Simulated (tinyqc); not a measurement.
Estimate of lattice thermal conductivity from elastic moduli (Slack, Klemens and Cahill formulas): one step, computed by the program tinyqc. Command: `OMP_NUM_THREADS=1 python tinyqc.py 3006106 3006107 out.jsonl slack walk`. One thread of a shared host (Intel(R) Xeon(R) Processor @ 2.30GHz), about 0.01 s of CPU time with the checks.

An isotropic solid.

Task: Point defects and grains. High-temperature forms with the classical heat capacity. Klemens: kappa/kappa_0 = arctan(u)/u, u^2 = pi^2 Theta V Gamma kappa_0/(h v_m^2). Grains: 1/kappa_poly = 1/kappa + 1/(C v_m d/3), C = 3 k_B/(n V), the acoustic branches alone.

Inputs (values chosen for the exercise, for a model crystal):
```
quantity                     value        unit
volume per atom V             16.4  angstrom^3
atoms per primitive cell n       1           -
temperature T                  900           K
disorder parameter Gamma    0.0017           -
grain size d                   330          nm
```

Grueneisen parameter: from thermal expansion.

kappa of the perfect crystal = 0.7000116 W/(m K)

Debye temperature Theta = 157.1341 K

v_m = 1340.938 m/s

Constants: h = 6.62607015e-34 J s; k_B = 1.380649e-23 J/K.

Give: disorder scale u; kappa with point defects; grain-boundary limit; kappa of the polycrystal.

Result:

disorder scale u = 0.1594

kappa with point defects = 0.6942 W/(m K)

grain-boundary limit = 372.5 W/(m K)

kappa of the polycrystal = 0.6929 W/(m K)

For small u the loss is about u^2/3 = 0.008. Grains remove a further 0 %.
